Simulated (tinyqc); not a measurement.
## Threshold of a short bulk MOSFET: charge sharing, barrier lowering, narrow width: threshold roll-off against channel length

n-channel device on a p-type body, depletion approximation, full ionisation. Uniform doping N = Na. Vbi from Boltzmann statistics is rough for the degenerate source. Cox = eps0 eox/tox.

ni = sqrt(Nc Nv) exp(-Eg/(2 Vt)), Eg in volts; 2 pB = 2 Vt ln(N/ni); flat band Vfb - Vt ln(N/Na); Wd = sqrt(2 eps0 eps_r (2 pB - Vbs)/(q N)); body term q N Wd/Cox; long-channel VT0 = flat band + 2 pB + body term; Vbi = Vt ln(N Nsd/ni^2); scale length l = sqrt((eps_r/eox) tox Wd). Charge sharing (trapezoid; it ignores Vds): F = (xj/L)(sqrt(1 + 2 Wd/xj) - 1), lowering = body term times F. Barrier lowering: th = exp(-L/(2 l)) + 2 exp(-L/l), lowering = th [2 (Vbi - 2 pB) + Vds], DIBL = th. Narrow width: rise = body term times xw Wd/W. VT by each model = VT0 - lowering + rise. DIBL under 0.001 mV/V is printed as 0.

Inputs (values chosen for the exercise); band and dielectric values close to those of silicon: temperature T = 300 K; band gap Eg = 1.12 eV; relative permittivity eps_r = 11.5; conduction-band density of states at T Nc = 2.78e19 cm^-3; valence-band density of states at T Nv = 2.66e19 cm^-3; relative permittivity of the gate insulator (close to zirconium oxide) eox = 25; insulator thickness tox = 16 nm; channel doping Na = 2.1e17 cm^-3; source and drain doping Nsd = 1e20 cm^-3; flat-band voltage for the doping Na Vfb = -0.98 V; junction depth xj = 17 nm; body-source voltage Vbs = -1 V; drain-source voltage Vds = 1 V; gate width W = 530 nm; shape factor of the fringing depletion at the width edges xw = 1.5708.

Constants: q = 1.602176634e-19 C, kB = 1.380649e-23 J/K, Vt = kB T/q, eps0 = 8.8541878128e-14 F/cm where lengths are in cm. Results are converted to the units shown.

The same in every row: N (cm^-3) = 2.100e17; VT0 (V) = 0.1472.

Result of one run:
```
L (nm),L/l,F,DIBL (mV/V),"VT, charge sharing (V)","VT, barrier lowering (V)"
130,4.647,0.3499,117.1,0.1382,0.07421
```

What becomes of these results when the channel length L is changed from 130 to 190 nm, all else the same?

Result of the changed run:
```
L (nm),L/l,F,DIBL (mV/V),"VT, charge sharing (V)","VT, barrier lowering (V)"
190,6.791,0.2394,35.77,0.1668,0.1815
```

The whole series:
```
L (nm),L/l,F,DIBL (mV/V),"VT, charge sharing (V)","VT, barrier lowering (V)"
89,3.181,0.5111,286.9,0.09649,-0.1497
130,4.647,0.3499,117.1,0.1382,0.07421
190,6.791,0.2394,35.77,0.1668,0.1815
270,9.651,0.1685,8.152,0.1851,0.2179
390,13.94,0.1166,0.9414,0.1985,0.2274
560,20.02,0.08123,0.04503,0.2077,0.2286
810,28.95,0.05616,0,0.2142,0.2287
1200,42.89,0.03791,0,0.2189,0.2287
1700,60.76,0.02676,0,0.2218,0.2287
```

VT by barrier lowering rises from -0.150 to 0.229 V and VT by charge sharing rises from 0.0965 to 0.222 V. DIBL is under 100 mV/V from L = 190 nm on among the rows (th = 0.1 at L/l = 4.92). For L = 89 F exceeds 0.5: the shares of source and drain overlap, and the trapezoid formula no longer holds. For L = 89 DIBL exceeds 250 mV/V, where the barrier formula is rough.

Numbers from tinyqc (`OMP_NUM_THREADS=1 python tinyqc.py 2002186 2002187 out.jsonl`; about 0.01 s on one thread of a shared Intel Xeon 2.30GHz).
